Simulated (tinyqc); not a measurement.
## Subthreshold parameters from three currents

Question. Far below threshold and for Vds well above Vt the virtual-source current tends to I = Cinv n Vt vx0 exp((Vgs - VT0 + dl Vds + al Vt)/(n Vt)) per width, with constant n; the three currents follow this limit. Find n, dl and VT0.

Inputs (values chosen for the exercise):
- T = 300 K (temperature)
- Cinv = 1.12 uF/cm^2 (inversion capacitance)
- vx0 = 1.81e7 cm/s (velocity at the virtual source)
- al = 3.5 (threshold shift (in units of Vt) from weak to strong inversion)

Constants: q = 1.602176634e-19 C, kB = 1.380649e-23 J/K, Vt = kB T/q. Results are converted to the units shown.

I at (Vgs, Vds) = (-0.2, 0.3), (-0.15, 0.3) and (-0.2, 0.9) V (nA/um): 0.046040043  0.20862043  0.51341036

Answer. The first two currents differ in Vgs alone and give n; the first and third differ in Vds alone and give dl; the size of the first then gives VT0.

n = 1.28
dl = 0.133 V/V
VT0 = 0.400 V

Program tinyqc, `OMP_NUM_THREADS=1 python tinyqc.py 2380113 2380114 out.jsonl`; Intel Xeon 2.30GHz, shared host, one thread, about 0.01 s.
